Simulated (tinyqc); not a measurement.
# MOSFET in the linear regime without short-channel effects, parameter extraction from computed curves, step by step

Program tinyqc, `OMP_NUM_THREADS=1 python tinyqc.py 2210160 2210161 out.jsonl`; Intel Xeon 2.30GHz, shared host, one thread, about 0.01 s. Printed values are rounded.

Inversion charge Q = Cox n Vt W0(exp((Vg - VT)/(n Vt))), W0 the Lambert function and n = nf; u = Q/Cox; mobility mu = mu0/(1 + th1 u + th2 u^2); channel resistance Rch = (L - dL)/(W mu Q); Id = Vd/(Rch + Rsd/W). Cox = eps0 eox/tox. Small Vd, no channel-length or drain effects.

Inputs (values chosen for the exercise); channel values of the order met in silicon transistors:
- T = 300 K (temperature)
- eox = 7.51 (relative permittivity of the gate insulator (close to silicon nitride))
- tox = 2.9 nm (insulator thickness)
- mu0 = 270 cm^2/(V s) (low-field mobility)
- th1 = 0.34 1/V (first mobility attenuation factor)
- th2 = 0.26 1/V^2 (second mobility attenuation factor)
- VT = 0.31 V (threshold voltage)
- nf = 1.39 (body factor)
- W = 1 um (gate width)
- L = 0.76 um (drawn gate length)
- dL = 0.013 um (drawn less effective length)
- Rsd = 180 ohm um (source plus drain resistance)
- Vd = 0.01 V (drain voltage)

Constants: q = 1.602176634e-19 C, kB = 1.380649e-23 J/K, Vt = kB T/q, eps0 = 8.8541878128e-14 F/cm where lengths are in cm. Results are converted to the units shown.

## Transfer curve

Vg, point 0 to 9 (V): 0.15  0.23  0.31  0.39  0.47  0.55  0.63  0.71  0.79  0.87

u, mu, Rch and Id as defined.

```
point       u (V)  mu (cm^2/(V s))  Rch (ohm)     Id (uA)
0      4.13790e-4          269.962  2.91640e6  0.00342867
1      0.00351676          269.677  3.43514e5   0.0290957
2       0.0203799          268.113    59622.5    0.167217
3       0.0609901          264.264    20213.1    0.490363
4        0.117444          258.740    10721.0    0.917348
5        0.181752          252.246    7106.02     1.37249
6        0.250259          245.149    5310.20     1.82143
7        0.321281          237.661    4266.65     2.24888
8        0.393954          229.925    3596.65     2.64785
9        0.467782          222.051    3136.42     3.01530
```

## Threshold and mobility at the peak transconductance

gm_i = (Id_(i+1) - Id_(i-1))/(Vg_(i+1) - Vg_(i-1)); at the point j of largest gm the tangent meets the axis at V_ext = Vg_j - Id_j/gm_j; field-effect mobility gm_j L/(W Cox Vd) with the drawn L.

gm, point 1 to 8 (uS): 1.02368  2.88292  4.68832  5.51331  5.65049  5.47745  5.16513  4.79007
j = 5
V_ext = 0.307102 V
field-effect mobility = 187.288 cm^2/(V s)

V_ext is 2.9 mV below the model VT, and the mobility so found is 32 % below mu0 L/(L - dL) = 275 cm^2/(V s), the value for the drawn L; attenuation, series resistance and the slow approach of Q to a straight line all lower the peak gm.

## The Y function

Y_i = Id_i/sqrt(gm_i). For Id = beta Vd x/(1 + th x), x = Vg - VT, Y = sqrt(beta Vd) x whatever th. Slope s from points 5 and 8; VT_Y = Vg - Y/s at point 8; beta = s^2/Vd; mobility beta L/(W Cox) with the drawn L; th* = (beta Vd x/Id - 1)/x at point 8.

Y, point 1 to 8 (uA^0.5 V^0.5): 0.0287572  0.0984838  0.226469  0.390686  0.577387  0.778256  0.989525  1.20982
s = 2.63515 uA^0.5 V^-0.5
VT_Y = 0.330891 V
beta = 694.404 uA/V^2
mobility from Y = 230.163 cm^2/(V s)
th* = 0.444391 1/V

The mobility from Y is 16 % below mu0 L/(L - dL) = 275 cm^2/(V s), which it should reach in deep inversion when th2 = 0. th* compares with th1 + mu0 Cox Rsd/(L - dL) = 0.489 1/V, since series resistance enters like th1. The match is poor here: at these overdrives Q is not yet a straight line in Vg and th2 bends Y.
